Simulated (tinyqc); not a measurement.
The window of frequencies: the 3-omega method: a line heater on a substrate with a thin film. Computed by tinyqc, a small Python program. Command: `OMP_NUM_THREADS=1 python tinyqc.py 3014574 3014575 out.jsonl threeomega walk`. One thread of a shared host (Intel(R) Xeon(R) Processor @ 2.30GHz), about 0.01 s of CPU time with the checks.

A current at angular frequency omega = 2 pi f heats the line at 2 omega with the amplitude P per length; the temperature swing Delta T at 2 omega gives a voltage at 3 omega. The substrate is taken as semi-infinite and isotropic, and the heat capacity of heater and film is left out.

Inputs (values chosen for the exercise, modelled on amorphous silicon on gallium arsenide):
```
quantity                      value           unit
substrate conductivity kappa   47.6        W/(m K)
substrate heat capacity C      1.71  1e6 J/(m^3 K)
heater half-width b             3.1     micrometre
power amplitude per length P     22            W/m
current frequency f            1600             Hz
substrate thickness d_s         725     micrometre
```

Method:
- D = kappa/C; q = sqrt(2 i omega/D); penetration depth 1/|q| = sqrt(D/(2 omega)).
- Delta T_s = (P/(pi kappa)) int_0^infinity (sin x/x)^2 / sqrt(x^2 + (q b)^2) dx with (q b)^2 = i |q b|^2, averaged over the heater width (12 Gauss-Legendre points on each of the pieces 0, 14 log-spaced edges from 1e-5 to 1, and multiples of pi to 40 pi; the tail adds 1/(4 (40 pi)^2)).
- For |q| b much below 1: Delta T_s = (P/(pi kappa)) [-ln(|q| b) + eta - i pi/4], eta = 3/2 - C_E = 0.92278, with Euler's C_E = 0.5772157.
- The slope value uses each f and 2f: kappa = P ln 2/(2 pi [Delta T(f) - Delta T(2f)]).

diffusivity D = 27.8363 mm^2/s

Bare substrate; columns: (1) f (Hz); (2) penetration depth (micrometre); (3) |q| b; (4) in-phase (K); (5) out-of-phase (K); (6) narrow-line form (K); (7) kappa from the slope (W/(m K)):
```
(1)           (2)        (3)       (4)        (5)        (6)     (7)
2.3        981.38  0.0031588   0.98280   -0.11554    0.98280  47.600
23         310.34  0.0099891   0.81342   -0.11553    0.81342  47.602
230        98.138   0.031588   0.64407   -0.11544    0.64405  47.618
1200       42.965   0.072153   0.52263   -0.11508    0.52253  47.693
4600       21.944    0.14127   0.42406   -0.11410    0.42368  47.954
23000      9.8138    0.31588   0.30716   -0.11025    0.30529  49.318
92000      4.9069    0.63176   0.21032   -0.10092    0.20332  54.107
460000     2.1944     1.4127   0.11336  -0.076980   0.084932  76.817
2.30e+06  0.98138     3.1588  0.051768  -0.044361  -0.033457  159.78
1.40e+07  0.39777     7.7934  0.020967  -0.019756   -0.16632  395.20
```

What follows from these numbers?

The slope gives kappa within 1 % up to |q| b = 0.14 (f = 4600 Hz) among these rows. The penetration depth stays under d_s/5 = 145 micrometre from f = 230 Hz up, so a usable window lies between the two. At high f the flow turns one-dimensional: in-phase and out-of-phase parts become equal in size (ratio 0.94 in the last row) and fall as f^(-1/2) (exponent -0.50).
